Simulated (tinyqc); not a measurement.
Ion-assisted plasma etching: sheath, surface coverage, synergy and aspect-ratio dependence: one step, computed by the program tinyqc.

Radicals adsorb on bare sites; ions remove covered sites with a high yield and bare sites by sputtering; a slow spontaneous reaction acts everywhere, walls included.

Question. Open-field etch rate. Steady coverage: s G_n (1 - theta) = x Y G_i theta; removal flux = Y G_i theta + Y_p G_i (1 - theta) + k_c G_n; rate = flux/N, 1 cm/s = 6e8 nm/min. Lateral rate = k_c G_n/N; anisotropy = 1 - lateral/vertical; synergy = vertical/(ions alone + radicals alone), with ions alone Y_p G_i/N and radicals alone the lateral rate.

Inputs (values chosen for the exercise, close to those used for silicon in a halogen plasma):
```
quantity                               value    unit
gas temperature T_g                      500       K
sticking coefficient s                  0.26       -
radicals per removed unit x                4       -
spontaneous reaction probability k_c  0.0003       -
solid density N                        5e+22  1/cm^3
```

Feature: long trench.

yield Y = 1.072162

sputter yield Y_p = 0.05897200

ion flux G_i = 2.130583e+15 1/(cm^2 s)

radical flux G_n = 1.273196e+18 1/(cm^2 s)

Give: coverage theta; vertical rate; lateral rate; anisotropy; synergy.

Answer.

coverage theta = 0.9731

vertical rate = 31.30 nm/min

lateral rate = 4.584 nm/min

anisotropy = 0.8536

synergy = 5.138

The surface is nearly saturated: ions limit the ion-assisted part.
